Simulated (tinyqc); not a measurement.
Space-charge-limited current through a thin insulating or semi-insulating film with traps. Changing the temperature T. Computed by tinyqc, a small Python program. Command: `OMP_NUM_THREADS=1 python tinyqc.py 3020976 3020977 out.jsonl sclc sweep`. One thread of a shared host (Intel(R) Xeon(R) Processor @ 2.30GHz), about 0.01 s of CPU time with the checks.

One ohmic injecting contact at x = 0 (field zero), drift only, non-degenerate free carriers.

Inputs (values chosen for the exercise, modelled on Si3N4):

| quantity | value | unit |
|---|---|---|
| permittivity eps | 7.5 | - |
| band mobility mu | 0.094 | cm^2/(V s) |
| effective density of states N_c | 9.8e+19 | 1/cm^3 |
| trap density N_t | 2.1e+16 | 1/cm^3 |
| equilibrium Fermi level below the band edge, E_0 | 0.6 | eV |
| thickness d | 320 | nm |
| free density at the anode, in units of N_c | 5.8e-06 | - |
| characteristic temperature T_c | 900 | K |

Traps: exponential tail.

Constants: k_B = 8.617333262e-05 eV/K; e = 1.602176634e-19 C; eps_0 = 8.8541878128e-12 F/m.

Method:
- Free density n_0 = N_c exp(-E_0/k_B T) in equilibrium; trapped density n_t(n) = N_t (n/N_c)^(T/T_c) (the low-temperature form).
- theta = n/(n + n_t) at the anode density; trap-filled-limit voltage V_TFL = e (N_t - n_t(n_0)) d^2/(2 eps eps_0).
- J = e mu n F and (eps eps_0/e) dF/dx = n - n_0 + n_t(n) - n_t(n_0) = rho(n). With F = J/(e mu n): d = (eps eps_0 J/(e^2 mu)) I_1 and V = (eps eps_0 J^2/(e^3 mu^2)) I_2, I_k = int_(n_L)^infinity dn/(n^(k+1) rho(n)), n_L the density at the anode; with u = n_L/n, 200 Gauss-Legendre points in t, u = 1 - (1 - t)^2.
- Anode field J/(e mu n_L); Mott-Gurney current (9/8) eps eps_0 mu V^2/d^3; ohmic current e n_0 mu V/d.

One run for each value:

| temperature T (K) | theta | voltage V (V) | current density J (A/cm^2) | n_0 (1/cm^3) |
|---|---|---|---|---|
| 200 | 0.28293 | 0.46275 | 0.20212 | 7.4455e+04 |
| 236 | 0.38992 | 0.36528 | 0.15605 | 1.5074e+07 |
| 271 | 0.50531 | 0.30280 | 0.12704 | 6.8084e+08 |
| 307 | 0.62329 | 0.26066 | 0.10777 | 1.3851e+10 |
| 343 | 0.72827 | 0.23338 | 0.09545 | 1.4972e+11 |
| 379 | 0.81278 | 0.21573 | 0.08756 | 1.0296e+12 |
| 414 | 0.87403 | 0.20409 | 0.08240 | 4.8663e+12 |
| 450 | 0.91829 | 0.19426 | 0.07802 | 1.8686e+13 |

Over the rows, theta rises from 0.283 to 0.918 (exponent d ln y / d ln x 1.9 between the first rows and 0.59 between the last); voltage V (V) falls from 0.463 to 0.194 (exponent d ln y / d ln x -1.4 between the first rows and -0.59 between the last); current density J (A/cm^2) falls from 0.202 to 0.0780 (exponent d ln y / d ln x -1.6 between the first rows and -0.65 between the last). The anode density is held fixed; heating frees trapped charge, so less voltage is needed for it.

Caution (rows 307, 343, 379, 414, 450): V is below 10 k_B T/e, where diffusion from the contact, left out here, dominates.
